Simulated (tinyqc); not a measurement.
Inside a calculation. Method: UHF in the sto-6g basis, for Be+, spin multiplicity 2. This run ends on a higher stationary point, not on the lowest solution. One step of it, computed by the program tinyqc.

Task: Orthogonalisation. S = U s U^T; symmetric (Loewdin) form X = U s^(-1/2) U^T, so that X^T S X = 1.

overlap S, lower triangle:
```
,1Be 1s,1Be 2s,1Be 2px,1Be 2py,1Be 2pz
1Be 1s,1.000000
1Be 2s,0.254764,1.000000
1Be 2px,0.000000,0.000000,1.000000
1Be 2py,0.000000,0.000000,0.000000,1.000000
1Be 2pz,0.000000,0.000000,0.000000,0.000000,1.000000
```

Give: eigenvalues of S; X.

Result:

eigenvalues of S: 0.7452  1.0000  1.0000  1.0000  1.2548

X, lower triangle:
```
,1Be 1s,1Be 2s,1Be 2px,1Be 2py,1Be 2pz
1Be 1s,1.0256
1Be 2s,-0.1328,1.0256
1Be 2px,0.0000,0.0000,1.0000
1Be 2py,0.0000,0.0000,0.0000,1.0000
1Be 2pz,0.0000,0.0000,0.0000,0.0000,1.0000
```
